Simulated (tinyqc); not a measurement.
Worked calculation: Kronig-Penney superlattice by transfer matrices. Values are carried at full precision from step to step, so a last printed digit may differ when a step is redone from the rounded ones.

Wells (width a, potential 0, mass mw) alternate with barriers (width b, height V0, mass mb); period d = a + b; c = hbar^2/2m0. The vector (psi, psi'/m) is continuous, and a layer of thickness t carries it by M = [[cos kt, (m/k) sin kt], [-(k/m) sin kt, cos kt]] with k = sqrt(m (E - V)/c); for E < V, k = i kappa gives [[cosh, (m/kappa) sinh], [(kappa/m) sinh, cosh]] of kappa t. A Bloch state obeys cos(q d) = tr(Mb Mw)/2.

Constants: hbar^2/2m0 = 3.80998211 eV angstrom^2; hbar = 6.58211957e-16 eV s.

Parameters, chosen for this exercise (near those of an InGaAs superlattice with barriers of InP; not measured data): a = 92 angstrom (well width); b = 18 angstrom (barrier width); V0 = 0.235 eV (barrier height); mw = 0.0408 m0 (mass in the wells); mb = 0.076 m0 (mass in the barriers); E = 0.1479 eV (trial energy); F = 40 kV/cm (field along the axis).

## Layer matrices at one energy

Form the matrix of the well and of the barrier at E.

k in the well = 0.03980 1/angstrom
kappa in the barrier = 0.04168 1/angstrom

Mw (angstrom units):
```
          1         2
1  -0.86794  -0.50918
2   0.48446  -0.86794
```

Mb (angstrom units):
```
         1       2
1   1.2949  1.5000
2  0.45121  1.2949
```

## The matrix of one period

Multiply M = Mb Mw and take half the trace. If its size is at most 1, E lies in a miniband and q d = arccos(tr M/2); otherwise the state decays by exp(-arccosh|tr M/2|) a period.

M:
```
          1        2
1  -0.39722  -1.9613
2   0.23571  -1.3537
```

tr M/2 = -0.8754
q d in a band, or the decay exponent in a gap = 2.637

E lies in a miniband; det M = 1.0000, as for any such product.

## Miniband edges

The edges are the energies where tr M/2 = +1 (q = 0) or -1 (q = pi/d); the first three minibands.

Minibands:

| band | bottom (eV) | top (eV) | width (meV) |
|---|---|---|---|
| 1 | 0.0283 | 0.0627 | 34.4 |
| 2 | 0.1412 | 0.2572 | 116.0 |
| 3 | 0.3750 | 0.5970 | 222.0 |

1 miniband of these lies wholly below V0. The first gap is 78.5 meV wide; the single well of width a has E1 = 0.0436 eV, inside the first miniband.

## Dispersion along the axis

Solve tr M/2 = cos(q d) inside each miniband at q d/pi = 0, 1/6, ..., 1. The cosine form is E_bottom + (W/2)(1 - cos q d) with the true width W.

Energies (eV):

| q d/pi | band 1 | cosine form | band 2 |
|---|---|---|---|
| 0.000 | 0.0283 | 0.0283 | 0.2572 |
| 0.167 | 0.0298 | 0.0306 | 0.2448 |
| 0.333 | 0.0343 | 0.0369 | 0.2190 |
| 0.500 | 0.0414 | 0.0455 | 0.1914 |
| 0.667 | 0.0503 | 0.0541 | 0.1667 |
| 0.833 | 0.0588 | 0.0604 | 0.1484 |
| 1.000 | 0.0627 | 0.0627 | 0.1412 |

The cosine form, which holds for hopping between neighbouring wells alone, misses band 1 by at most 4.1 meV, 12 % of its width.

## Mass along the axis

With f(E) = tr M/2, 1 - (q d)^2/2 = 1 + f'(E_bottom)(E - E_bottom) gives m_z = -2 c f'/d^2 (f' by a central difference of 1e-6 eV at the bottom of band 1). The cosine form gives 4 c/(W d^2), W the width of band 1 between tr M/2 = +1 and -1.

f' = -89.44 1/eV
m_z = 0.05632 m0
m_z of the cosine form = 0.03663 m0
W = 34.38 meV

The mass along the axis is 1.38 times mw.

## In a field along the axis

One-band picture: ladder spacing e F d, Bloch frequency e F d/(2 pi hbar), and extent W/(e F) of a Stark state, with W the width of band 1; 1 kV/cm = 1e-5 V/angstrom.

e F d = 44.000 meV
Bloch frequency = 10.639 THz
W/(e F d) = 0.78 periods

The state is confined to about one period: the miniband has broken into a ladder of single-well levels.

## Checks

- Bottom of band 1 from 121 plane waves (the mass step taken by inverting the matrix of m) against the transfer matrix, eV: both 0.0283.

Computed by tinyqc, a small Python program: `OMP_NUM_THREADS=1 python tinyqc.py 1280798 1280799 out.jsonl` (the numbers bound the seed that draws the inputs); one thread of a shared host (Intel(R) Xeon(R) Processor @ 2.30GHz), about 0.06 s for the whole set of steps.
